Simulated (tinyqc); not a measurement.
# One-diode model of a solar cell: effect of the saturation current of the diode

J is the current delivered and Vj = V + J Rs the junction voltage. J = X JL - J01 (exp(Vj/(n1 Vt)) - 1) - Vj/Rp. The photocurrent does not depend on voltage.

Jsc at V = 0, Voc at J = 0, the maximum power point where J (1 + 2 Rs G) = G Vj with G = -dJ/dVj; FF = Vmp Jmp/(Voc Jsc); efficiency Vmp Jmp/(X Pin). Empirical fill factor without parasitics FF0 = (v - ln(v + 0.72))/(v + 1), v = Voc/(n1 Vt).

Parameters, values chosen for the exercise; values of the order met in cells of gallium arsenide: temperature T = 298.15 K; photocurrent at one sun JL = 29.5 mA/cm^2; concentration X = 1 suns; ideality factor of the diode n1 = 1.66; series resistance Rs = 0 ohm cm^2; shunt resistance Rp = 1e5 ohm cm^2; incident power at one sun Pin = 100 mW/cm^2.

Constants: q = 1.602176634e-19 C, kB = 1.380649e-23 J/K, Vt = kB T/q. Results are converted to the units shown.

The same in every row: Jsc (mA/cm^2) = 29.50.

Results:

| J01 (A/cm^2) | Voc (V) | Vmp (V) | Jmp (mA/cm^2) | FF | efficiency (%) | FF0 |
|---|---|---|---|---|---|---|
| 2e-14 | 1.195 | 1.056 | 28.35 | 0.8494 | 29.94 | 0.8498 |
| 2e-13 | 1.097 | 0.9620 | 28.24 | 0.8396 | 27.17 | 0.8400 |
| 2e-12 | 0.9986 | 0.8680 | 28.11 | 0.8283 | 24.40 | 0.8286 |
| 2e-11 | 0.9004 | 0.7745 | 27.95 | 0.8150 | 21.65 | 0.8153 |
| 2e-9 | 0.7040 | 0.5890 | 27.50 | 0.7801 | 16.20 | 0.7803 |

Estimate the missing row, J01 = 2e-10 A/cm^2.

Computed row:

| J01 (A/cm^2) | Voc (V) | Vmp (V) | Jmp (mA/cm^2) | FF | efficiency (%) | FF0 |
|---|---|---|---|---|---|---|
| 2e-10 | 0.8022 | 0.6814 | 27.76 | 0.7992 | 18.91 | 0.7995 |

With this row back in the table: As J01 goes from 2e-14 to 2e-9, Voc falls from 1.20 to 0.704 V, FF falls from 0.849 to 0.780 and the efficiency falls from 29.9 to 16.2 %. Voc changes by -98.2 mV a decade between the last two rows and -98.2 mV between the first two.

Numbers from tinyqc (`OMP_NUM_THREADS=1 python tinyqc.py 2280029 2280030 out.jsonl`; about 0.01 s on one thread of a shared Intel Xeon 2.30GHz).
